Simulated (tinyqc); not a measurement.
Series resistance and length offset from two lengths at two overdrives.

Question. In strong inversion R W = Rsd + k(x)(L - dL), k(x) = (1 + th1 x)/(mu0 Cox x), x the overdrive, Cox = eps0 eox/tox, with Rsd and dL independent of x. Find dL, Rsd, mu0 and th1.

Parameters, values chosen for the exercise: relative permittivity of the gate insulator (close to silicon dioxide) eox = 3.9; insulator thickness tox = 2.9 nm.

Constants: eps0 = 8.8541878128e-14 F/cm where lengths are in cm. Results are converted to the units shown.

total resistance times width (ohm um):

|  | L = 0.073 um | L = 0.48 um |
|---|---|---|
| overdrive 0.42 V | 525.232545 | 2660.22683 |
| overdrive 0.93 V | 359.415019 | 1405.89748 |

Answer. At each overdrive R W is a straight line in L; the two lines cross at L = dL, R W = Rsd. Their slopes give k x = (1 + th1 x)/(mu0 Cox), a straight line in x.

dL = 0.0110 um
Rsd = 200 ohm um
mu0 = 410 cm^2/(V s)
th1 = 0.180 1/V

tinyqc, about 0.01 s, one thread, Intel Xeon 2.30GHz (shared host): `OMP_NUM_THREADS=1 python tinyqc.py 2210025 2210026 out.jsonl`
